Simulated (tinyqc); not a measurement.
## LED efficiency against current

ABC model of an LED: J = q da (A n + Ba n^2 + Ca n^3), IQE = Ba n^2/(A n + Ba n^2 + Ca n^3), differential lifetime 1/(A + 2 Ba n + 3 Ca n^2).

Values chosen for this exercise: defect coefficient of the active layer A = 4.8e7 1/s; radiative coefficient of the active layer Ba = 3.3e-11 cm^3/s; Auger coefficient of the active layer Ca = 1.5e-29 cm^6/s; thickness of the active layer da = 7.1 nm.

Constants: q = 1.602176634e-19 C. Results are converted to the units shown.

Results:
```
J (A/cm^2)  n (cm^-3)  IQE (%)  defect share (%)  Auger share (%)  differential lifetime (ns)
0.1          1.809e16    1.228             98.76          0.01010                       20.32
0.4          6.980e16    4.572             95.28           0.1451                       18.93
2            2.973e17    16.59             81.17            2.242                       13.97
8            8.238e17    31.85             56.23            11.93                       7.524
30           1.744e18    38.07             31.75            30.18                       3.333
100          3.050e18    34.92             16.65            48.42                       1.497
2000         9.765e18    17.90             2.666            79.44                      0.2007
9000         1.665e19    11.56             1.010            87.43                     0.07345
```

Estimate the missing row, J = 500 A/cm^2.

Computed row:
```
J (A/cm^2)  n (cm^-3)  IQE (%)  defect share (%)  Auger share (%)  differential lifetime (ns)
500          5.841e18    25.61             6.379            68.01                      0.5079
```

With this row back in the table: The IQE goes from 1.23 through a maximum of 38.1 (at J = 30 A/cm^2 among the rows listed) to 11.6 %. The exact peak, Q/(Q + 2) = 38.1 % with Q = Ba/sqrt(A Ca) = 1.23, lies at n = sqrt(A/Ca) = 1.79e18 cm^-3, J = 31.5 A/cm^2, where the defect and Auger shares are equal. n goes as J^(0.97) at the low end and J^(0.35) at the high end.

Numbers from tinyqc (`OMP_NUM_THREADS=1 python tinyqc.py 2300110 2300111 out.jsonl`; about 0.01 s on one thread of a shared Intel Xeon 2.30GHz).
